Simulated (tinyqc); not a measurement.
# Input admittance of a MOSFET at zero drain bias: distributed channel and distributed gate, step by step

tinyqc, about 0.01 s, one thread, Intel Xeon 2.30GHz (shared host): `OMP_NUM_THREADS=1 python tinyqc.py 2262074 2262075 out.jsonl` Printed values are rounded.

Source and drain grounded, strong inversion, w = 2 pi f, Cox = eps0 eox/tox. The channel is an RC line of resistance 1/(mu Cox Vo) per square fed from both ends, so one finger has the intrinsic admittance y = i w Cox L tanh(g)/g per width, g = (1/2) sqrt(i w tau), tau = L^2/(mu Vo). The vertical resistance rv/L is in series with y, the overlaps 2 i w Cov in parallel: y_t = 1/(1/y + rv/L) + 2 i w Cov. The gate strip is a line of Rsh/L per length loaded by y_t, so a finger has Y = y_t Wf tanh(k)/k, k = (Wf/sd) sqrt(y_t Rsh/L); the device has Nf Y.

Values chosen for this exercise; values of the order met in silicon radio-frequency transistors:
```
symbol,value,unit,meaning
eox,21.4,,relative permittivity of the gate insulator (close to hafnium oxide)
tox,5.1,nm,insulator thickness
L,1.8,um,channel length
Wf,1.8,um,finger width
Nf,64,,number of fingers
mu,230,cm^2/(V s),channel mobility
Vo,0.68,V,gate overdrive
Rsh,16,ohm/square,sheet resistance of the gate
rv,0,ohm um^2,vertical resistivity of the gate stack
sd,1,,number of ends at which a finger is contacted
Cov,0.23,fF/um,overlap and fringe capacitance on each side
f,8.6,GHz,frequency
```

Constants: eps0 = 8.8541878128e-14 F/cm where lengths are in cm. Results are converted to the units shown.

## Low-frequency resistances and capacitance

Low-frequency limits, with c = Cox L and ct = c + 2 Cov: R_strip = Rsh Wf/(3 sd^2 L Nf), R_ch = (c/ct)^2 L/(12 mu Cox Vo Wf Nf), R_vert = (c/ct)^2 rv/(L Wf Nf), C = ct Wf Nf.

parts (ohm): strip 0.08333333, channel 2.210322, vertical 0
sum = 2.293656 ohm
C = 7757.010 fF
1/(2 pi R C) = 8.945355 GHz

The channel term is the largest, 96.4 % of the sum.

## Admittance of the channel and stack per width

tau, g, c = Cox L, y and y_t as defined.

tau = 207.1611 ps
g = 1.182901+1.182901i
c = 66.87516 fF/um
y = 1501.122+1960.258i uS/um
y_t = 1501.122+1985.115i uS/um

w tau = 11.2, and Im y is 0.542 of w c.

## Input impedance of the device

k and Y as defined; Z = 1/(Nf Y) = R + 1/(i w C); Q = |Im Z|/R; signal at the point farthest from a contact |1/cosh k|.

k = 0.2396970+0.1192574i
Nf Y = 174.6172+222.1683i mS
R = 2.186818 ohm
C = 6651.414 fF
Q = 1.272316
signal at the far point = 0.9785090

R is 4.7 % below its low-frequency limit and C is 14 % below its own.
